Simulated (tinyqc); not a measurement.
From results back to parameters: propagation of a band-gap error through k.p and effective-mass formulas. Five cases, with inputs chosen for the exercise.

Problem. A calculation returned the electron mass below. With 1/me = 1 + Ep (E + 2 Dso/3)/(E (E + Dso)) and the given Ep and Dso, which gap E did it have, and by what factor is exp(-E/2kT) off against the gap Eg?

Constants: kB = 8.617333262e-05 eV/K.

Case 1.

Values chosen (reference values near those of CdTe, gap at low temperature; not measured data):
- Eg = 1.593 eV (gap at Gamma to the s-like level)
- Dso = 0.928 eV (spin-orbit splitting)
- Ep = 18.7 eV (Kane energy)
- T = 300 K (temperature)

me = 0.1604433 m0

Case 2.

Values chosen (reference values near those of InP, gap at low temperature; not measured data):
- Eg = 1.439 eV (gap at Gamma to the s-like level)
- Dso = 0.109 eV (spin-orbit splitting)
- Ep = 20.9 eV (Kane energy)
- T = 300 K (temperature)

me = 0.0386088 m0

Case 3.

Values chosen (reference values near those of ZnSe, gap at low temperature; not measured data):
- Eg = 2.807 eV (gap at Gamma to the s-like level)
- Dso = 0.408 eV (spin-orbit splitting)
- Ep = 24.6 eV (Kane energy)
- T = 300 K (temperature)

me = 0.1164136 m0

Case 4.

Values chosen (reference values near those of GaAs, gap at low temperature; not measured data):
- Eg = 1.542 eV (gap at Gamma to the s-like level)
- Dso = 0.343 eV (spin-orbit splitting)
- Ep = 25.9 eV (Kane energy)
- T = 400 K (temperature)

me = 0.1010602 m0

Case 5.

Values chosen (reference values near those of GaAs, gap at low temperature; not measured data):
- Eg = 1.526 eV (gap at Gamma to the s-like level)
- Dso = 0.342 eV (spin-orbit splitting)
- Ep = 25.2 eV (Kane energy)
- T = 77 K (temperature)

me = 0.0231878 m0

Find: X = 1/me - 1; E; log10 of the factor.
Solution. X E^2 + (X Dso - Ep) E - (2/3) Ep Dso = 0 has one positive root; the factor is exp((Eg - E)/2kT).

Case 1.

X = 1/me - 1 = 5.233
E = 3.313 eV
log10 of the factor = -14.45

Case 2.

X = 1/me - 1 = 24.901
E = 0.806 eV
log10 of the factor = 5.32

Case 3.

X = 1/me - 1 = 7.590
E = 3.116 eV
log10 of the factor = -2.60

Case 4.

X = 1/me - 1 = 8.895
E = 2.806 eV
log10 of the factor = -7.96

Case 5.

X = 1/me - 1 = 42.126
E = 0.519 eV
log10 of the factor = 32.95

Computed by tinyqc, one run a case: `OMP_NUM_THREADS=1 python tinyqc.py N N+1 out.jsonl` with N = 1850216, 1850246, 1850251, 1850258, 1850272; one thread of a shared Intel(R) Xeon(R) Processor @ 2.30GHz, about 0.01 s a run at most.
